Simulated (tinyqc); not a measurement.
Worked calculation: Fermi-Dirac statistics of conduction electrons. Values are carried at full precision from step to step, so a last printed digit may differ when a step is redone from the rounded ones.

Constants: hbar^2/2m0 = 3.80998211 eV angstrom^2; kB = 8.617333262e-05 eV/K; e^2/(4 pi eps0) = 14.39964547 eV angstrom.

Values chosen for the exercise (near those of Si, lowest valleys alone; the results hold for these values, not for the real material): m = 1.0546 m0 (density-of-states mass of the conduction band); T = 77 K; n = 1.9e+18 1/cm^3 (electron density); eps = 11.8 (static dielectric constant); alpha = 0.47 1/eV (non-parabolicity).

## Reduced density

N = 2 (m kB T/(4 pi c))^(3/2) with c = hbar^2/2m0, in 1/angstrom^3; times 1e24 for 1/cm^3; u = n/Nc.

kT = 0.006635 eV
Nc = 3.5339e+18 1/cm^3
u = n/Nc = 0.537645

## Reduced Fermi level by five rules

F_j(eta) = (1/Gamma(j + 1)) integral_0^infinity x^j dx/(1 + exp(x - eta)), which tends to exp(eta) for eta << 0.

With u = n/Nc: Boltzmann eta = ln u; Joyce-Dixon eta = ln u + u/sqrt(8) - 4.95009e-3 u^2 + 1.48386e-4 u^3 - 4.42563e-6 u^4; Nilsson eta = ln u/(1 - u^2) + v/(1 + (0.24 + 1.08 v)^-2) with v = (3 sqrt(pi) u/4)^(2/3); fully degenerate limit eta = v; exact: F_1/2(eta) = u.

Find eta = (EF - Ec)/kT by each rule.

eta: Boltzmann -0.621, Joyce-Dixon -0.432, Nilsson -0.434, degenerate 0.799, exact -0.432

Against the exact value the errors are Boltzmann -0.189, Joyce-Dixon 0.000, Nilsson -0.002, degenerate limit +1.231 (in kT).

## Exact eta by Newton steps

Solve ln F_1/2(eta) = ln u from the Boltzmann value; dF_1/2/d eta = F_-1/2, so the step is -ln(F_1/2/u) F_1/2/F_-1/2. Stop below 1e-9.

Newton steps:
```
step        eta     F_1/2    F_-1/2  step taken
1     -0.620557  0.457774  0.394695       0.187
2     -0.434030  0.536671  0.452140     0.00215
3     -0.431879  0.537645  0.452833    3.03e-07
4     -0.431878  0.537645  0.452833    5.93e-15
```

Converged in 4 steps.

## Mean energy, Einstein relation and screening

eta = -0.43188

Mean kinetic energy <E> = (3/2) kT F_3/2/F_1/2; D/mu = (kT/e) F_1/2/F_-1/2; dn/dEF = (Nc/kT) F_-1/2; screening length L = (4 pi (e^2/(4 pi eps0)) (dn/dEF)/eps)^(-1/2), with dn/dEF in 1/(angstrom^3 eV) (1/cm^3 = 1e-24/angstrom^3).

F_-1/2, F_1/2, F_3/2: 0.4528  0.5376  0.5882

<E> = 10.89 meV
D/mu = 7.88 mV
dn/dEF = 2.412e+20 1/(cm^3 eV)
L = 16.44 angstrom

EF lies within 2 kT of the edge. D/mu is 1.187 times kT/e and <E> is 1.094 times (3/2) kT; the Debye formula, with n/kT in place of dn/dEF, would give L = 15.09 angstrom.

## Fermi level in the non-parabolic band

Non-parabolic band E (1 + alpha E) = c k^2/m: n = Nc (2/sqrt(pi)) integral_0^infinity sqrt(x (1 + a x)) (1 + 2 a x) dx/(1 + exp(x - eta)) with a = alpha kT and eta = (EF - Ec)/kT; a = 0 gives n = Nc F_1/2(eta).

Solve for eta at the same n.

a = 0.00312
eta = -0.447
EF - Ec = -2.97 meV

The extra states lower EF by 0.10 meV against the parabolic band.

## Checks

- Non-parabolic integral at a = 0 against F_1/2(2): both 2.823721.
- F_1/2(40) against the Sommerfeld form (4/(3 sqrt(pi))) eta^(3/2) (1 + pi^2/(8 eta^2)): both 190.45.

Run: tinyqc, `OMP_NUM_THREADS=1 python tinyqc.py 1652493 1652494 out.jsonl`; Intel(R) Xeon(R) Processor @ 2.30GHz, one thread, shared host; about 0.01 s of CPU time with all checks.
